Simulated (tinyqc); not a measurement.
Inside a calculation. Model: Schottky barrier with interface states (Cowley-Sze model), image lowering and contact resistance. Computed by tinyqc, a small Python program that keeps every step. Command: `OMP_NUM_THREADS=1 python tinyqc.py 3002718 3002719 out.jsonl pinning walk`. One thread of a shared host (Intel(R) Xeon(R) Processor @ 2.30GHz), about 0.01 s of CPU time with the checks. Intermediate numbers are printed to about 7 digits and carried at full precision; extremes and crossings named in words are read from the listed rows.

An n-type semiconductor under a metal. The barrier lies between the Schottky-Mott limit phi_M - chi and the Bardeen limit E_g - E_n, E_n being the neutrality level of the interface states; the space-charge term of the full Cowley-Sze expression is left out.

Inputs (values chosen for the exercise, for a model semiconductor):

| quantity | value | unit |
|---|---|---|
| gap E_g | 3.31 | eV |
| electron affinity chi | 4.08 | eV |
| metal work function phi_M | 4.69 | eV |
| neutrality level E_n above the valence band | 2.17 | eV |
| optical dielectric constant eps_opt | 4.15 | - |
| dielectric constant eps_s | 7.17 | - |
| electron mass m_e | 0.183 | m_0 |
| valleys M_c | 1 | - |
| donor density N | 1.6e+16 | cm^-3 |
| temperature T | 425 | K |
| reverse bias V_r | 2 | V |

Pinning factor from: Moench relation.

Constants: k_B = 8.617333262e-05 eV/K; m_0 = 9.1093837015e-31 kg; k_B = 1.380649e-23 J/K; h = 6.62607015e-34 J s; eps_0 = 8.8541878128e-12 F/m; e = 1.602176634e-19 C; hbar = 1.054571817e-34 J s.

## Pinning factor and barrier

S = 1/(1 + 0.1 (eps_opt - 1)^2), an empirical relation for metal-induced gap states. phi_B = S (phi_M - chi) + (1 - S)(E_g - E_n); the hole barrier is E_g - phi_B.

pinning factor S = 0.5019450

Schottky-Mott barrier = 0.61 eV

Bardeen barrier = 1.14 eV

barrier phi_B = 0.8739691 eV

hole barrier = 2.436031 eV

The contact is partly pinned.

## Depletion layer and image lowering under reverse bias

N_c = 2 M_c (2 pi m_e k_B T/h^2)^(3/2); xi = E_c - E_F solves N = N_c F_1/2(-xi/k_B T) (bisection; full ionisation). F_1/2(eta) = (2/sqrt(pi)) int_0^infinity sqrt(x)/(1 + exp(x - eta)) dx, by the trapezoid rule in t = sqrt(x) with step 0.02 up to t = 12 (for eta < -12 by exp(eta) - exp(2 eta)/2^(3/2)). V_bi = phi_B - xi; W = sqrt(2 eps_s eps_0 (V_bi + V_r - k_B T/e)/(e N)); field at the metal E_m = e N W/(eps_s eps_0); image lowering sqrt(e E_m/(4 pi eps_s eps_0)).

N_c = 3.312456e+18 cm^-3

xi = 0.1952462 eV

built-in voltage V_bi = 0.6787229 V

depletion width W = 361.7498 nm

field E_m = 146073.3 V/cm

image lowering = 0.05416288 eV

## Thermionic current

A* = 4 pi e m_e M_c k_B^2/h^3 (a simple valley count); J_s = A* T^2 exp(-phi/k_B T). J_0 uses phi_B; the reverse current uses phi_B less the image lowering, times 1 - exp(-V_r/k_B T).

Richardson constant A* = 21.99170 A cm^-2 K^-2

J_0 = 1.718886e-04 A/cm^2

thermionic reverse current = 7.542701e-04 A/cm^2

Image lowering raises the reverse current by a factor 4.39.

## Tunnelling scale and contact resistivity

E_00 = (e hbar/2) sqrt(N/(m_e eps_s eps_0)), E_0 = E_00 coth(E_00/k_B T); scaling form of the contact resistivity rho_c = (k_B/(e A* T)) exp(phi_B/E_0), which is the thermionic result when E_00 << k_B T and keeps only the leading exponential of tunnelling when E_00 >> k_B T; image lowering is left out of it.

E_00 = 0.002050228 eV

E_00/k_B T = 0.05598096

E_0 = 0.03666192 eV

contact resistivity rho_c = 207.8270 ohm cm^2

With the usual bounds 0.5 and 5 on E_00/k_B T the regime is thermionic emission.

## Choosing the metal

The formulas are those given above.

Against work function:

| phi_M (eV) | Schottky-Mott (eV) | phi_B (eV) | J_0 (A/cm^2) | rho_c (ohm cm^2) |
|---|---|---|---|---|
| 4.08 | 0.00 | 0.567783 | 7.346808e-01 | 4.904995e-02 |
| 4.31 | 0.23 | 0.683230 | 3.141153e-02 | 1.143457e+00 |
| 4.54 | 0.46 | 0.798677 | 1.343011e-03 | 2.665638e+01 |
| 4.77 | 0.69 | 0.914125 | 5.742088e-05 | 6.214160e+02 |
| 4.99 | 0.91 | 1.024553 | 2.815674e-06 | 1.263292e+04 |
| 5.22 | 1.14 | 1.140000 | 1.203851e-07 | 2.944998e+05 |
| 5.45 | 1.37 | 1.255447 | 5.147108e-09 | 6.865406e+06 |
| 5.68 | 1.60 | 1.370895 | 2.200664e-10 | 1.600470e+08 |

A span of 1.60 eV in work function moves the barrier by 0.803 eV (slope S = 0.502) and rho_c by 9.5 decades. The barrier equals its Schottky-Mott value only at phi_M = chi + E_g - E_n = 5.22 eV, where the interface states are neutral.

## Doping the contact

Regimes: thermionic below E_00/k_B T = 0.5, field emission above 5.

Against doping:

| N (cm^-3) | 1e10/sqrt(N) | E_00/k_B T | rho_c (ohm cm^2) | regime |
|---|---|---|---|---|
| 1.00e+16 | 1.000000e+02 | 4.425684e-02 | 2.097749e+02 | thermionic emission |
| 1.00e+17 | 3.162278e+01 | 1.399524e-01 | 1.825478e+02 | thermionic emission |
| 1.00e+18 | 1.000000e+01 | 4.425684e-01 | 5.023344e+01 | thermionic emission |
| 3.00e+18 | 5.773503e+00 | 7.665509e-01 | 4.831180e+00 | thermionic-field emission |
| 1.00e+19 | 3.162278e+00 | 1.399524e+00 | 3.312765e-02 | thermionic-field emission |
| 3.00e+19 | 1.825742e+00 | 2.424047e+00 | 1.491381e-04 | thermionic-field emission |
| 1.00e+20 | 1.000000e+00 | 4.425684e+00 | 2.022051e-06 | thermionic-field emission |
| 3.00e+20 | 5.773503e-01 | 7.665509e+00 | 2.073611e-07 | field emission |
| 1.00e+21 | 3.162278e-01 | 1.399524e+01 | 5.072798e-08 | field emission |

Even over the thermionic rows rho_c falls by a factor 4.2, since the barrier is many E_0 high, and then it falls faster, by 9.6 decades in all; in field emission ln rho_c is linear in 1/sqrt(N). It passes below 1e-7 ohm cm^2 at N = 1e21 cm^-3 of those listed.

Checks made by the program: charge in the layer against the field (relative difference below 1e-10).
